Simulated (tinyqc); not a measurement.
Electromigration in a confined line: Blech product, Korhonen stress evolution and Black's law: one step, computed by the program tinyqc.

The electron wind pushes atoms from the cathode (x = 0) to the anode (x = L); blocking ends build a back stress (tension positive). The input rho is taken not to change with temperature. d sigma/dt = d/dx [kappa (d sigma/dx + G)], with zero flux at both ends and sigma = sigma_0 at t = 0.

Question. Driving force and diffusivities. G = Z* e rho j/Omega; D = D0 exp(-E/(k_B T)); kappa = D B Omega/(k_B T); drift velocity of an unconfined line v = D Z* e rho j/(k_B T). SI: 1 micro-ohm cm = 1e-8 ohm m, 1 MA/cm^2 = 1e10 A/m^2. Temperatures in kelvin are T(C) + 273.15.

Inputs (values chosen for the exercise, close to those used for copper lines):
```
quantity,value,unit
resistivity rho,3.67,micro-ohm cm
atomic volume Omega,11.8,angstrom^3
effective charge number Z*,1.1,-
prefactor D0,2.5e-08,m^2/s
activation energy E,0.879,eV
effective modulus B,18,GPa
current density j,3,MA/cm^2
test temperature T,300,C
```

Start: thermal stress.

Constants: e = 1.602176634e-19 C; k_B = 8.617333262e-05 eV/K; k_B = 1.380649e-23 J/K.

Give: stress gradient G; diffusivity D; kappa; drift velocity.

Answer.

stress gradient G = 16.44 MPa/um

diffusivity D = 4.664e-16 m^2/s

kappa = 1.252e-14 m^2/s

drift velocity = 41.17 nm/h
